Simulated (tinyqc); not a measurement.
Five forms on the same table: equation-of-state fits to an energy-volume table made by a known binding curve. Computed by tinyqc, a small Python program. Command: `OMP_NUM_THREADS=1 python tinyqc.py 3028427 3028428 out.jsonl eosfit walk`. One thread of a shared host (Intel(R) Xeon(R) Processor @ 2.30GHz), about 0.03 s of CPU time with the checks.

With x = (V/V_0)^(1/3), the energy per atom is E = D [m x^-n - n x^-m]/(n - m), so that B0 = D n m/(9 V_0) and B' = (n + m + 6)/3. B' = dB/dP at P = 0.

Inputs (values chosen for the exercise, for a model crystal): cohesive energy D = 5.63 eV/atom; true volume V_0 = 26.6 angstrom^3/atom; repulsive exponent n = 5; attractive exponent m = 1; half-width of the volume window w = 0.06; shift of the window centre s = -0.012; points N = 5; compression V/V_0 for the pressure test = 0.9; noise amplitude = 0.0078 meV.

Binding curve: Mie. Noise: added.

Constants: 1 eV/angstrom^3 = 160.2176634 GPa.

Method:
- B0 and B' from the formulas above; P = -dE/dV at V = c V_0 (c the compression chosen), from the curve itself.
- Table: V_j = V_0 [1 + s + w (2 j/(N - 1) - 1)], j = 0..N-1, rounded to 0.001; E_j from the curve plus the noise amplitude times the listed numbers xi_j (xi_0 first), rounded to 1e-7 eV.
- Murnaghan: E = E0 + (B0 V/B') [(V0/V)^B'/(B' - 1) + 1] - B0 V0/(B' - 1), P = (B0/B') [(V0/V)^B' - 1].
- Birch-Murnaghan: E = E0 + (9 V0 B0/16) [y^3 B' + y^2 (2 - 4 y)], y = (V0/V)^(2/3) - 1; P = (3 B0/2) (x^7 - x^5) [1 + (3/4)(B' - 4)(x^2 - 1)], x = (V0/V)^(1/3).
- Vinet: E = E0 + (9 B0 V0/h^2) {1 + [h (1 - x) - 1] exp(h (1 - x))}, P = 3 B0 (1 - x) x^-2 exp(h (1 - x)), x = (V/V0)^(1/3), h = (3/2)(B' - 1).
- All are least-squares fits to the energies; for polynomials in V, B0 = V E'' and B' = -1 - V E'''/E'' at the minimum.

numbers xi_j, drawn evenly from -1 to 1: [-0.8796, -0.3462, 0.1086, 0.4937, -0.2935]

exact B0 = 18.8393 GPa

exact B' = 4

exact pressure at c V_0 = 2.45253 GPa

Table:
```
V (angstrom^3)      E (eV)
24.685          -5.6208274
25.483          -5.6270407
26.281          -5.6297697
27.079          -5.6295039
27.877          -5.6266691
```

Fitted values:
```
form             V0 (angstrom^3)  B0 (GPa)       B'  P at c V_0 (GPa)
exact                     26.600    18.839   4.0000            2.4525
parabola in V             26.656    20.207  -1.0000                 -
cubic in V                26.596    18.951   4.3858                 -
Murnaghan                 26.600    18.791   4.0024            2.4624
Birch-Murnaghan           26.599    18.809   4.0561            2.4538
Vinet                     26.599    18.817   4.0792            2.4502
```

In B0 the Vinet form comes closest (-0.12 %) and the parabola in V form misses most (+7.26 %). A parabola in V has no third derivative, so its B' is -1 by construction. At c V_0, beyond the window, the pressure errors are Murnaghan +0.4 %, Birch-Murnaghan +0.1 %, Vinet -0.1 %.

Extremes, crossings and ranges named in words are read from the listed rows.
